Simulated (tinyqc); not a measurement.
Trap density from one capacitance.

Problem. Traps spread evenly through the insulator exchange electrons with the semiconductor by tunnelling, with tau(x) = t0 exp(2 ka x) at depth x from the interface. The admittance per area Y seen at depth x obeys dY/dx = -Y^2/(i w eps0 eox) + q Nb ln(1 + i w tau)/tau, with Y(0) = i w Cs and w = 2 pi f; the gate sees Y(tox) = G + i w C. Working variable y = Y/(i w), in uF/cm^2. Cox = eps0 eox/tox. Find Nb and G/w.

Inputs (values chosen for the exercise):
```
symbol,value,unit,meaning
eox,21.9,,relative permittivity of the insulator
tox,5.2,nm,insulator thickness
Cs,0.52,uF/cm^2,semiconductor capacitance in accumulation
ka,5.5,1/nm,decay constant of the wave function in the insulator
t0,7e-9,s,time constant of a trap at the interface
f,1e5,Hz,frequency
```

Constants: q = 1.602176634e-19 C, eps0 = 8.8541878128e-14 F/cm where lengths are in cm. Results are converted to the units shown.

C = 0.59068418 uF/cm^2

Answer. C rises steadily with Nb, so one density matches; in practice ka and t0 must come from the frequency dependence.

Nb = 1.90e19 cm^-3 eV^-1
G/w = 0.0321 uF/cm^2

tinyqc, about 0.4 s, one thread, Intel Xeon 2.30GHz (shared host): `OMP_NUM_THREADS=1 python tinyqc.py 2202214 2202215 out.jsonl`
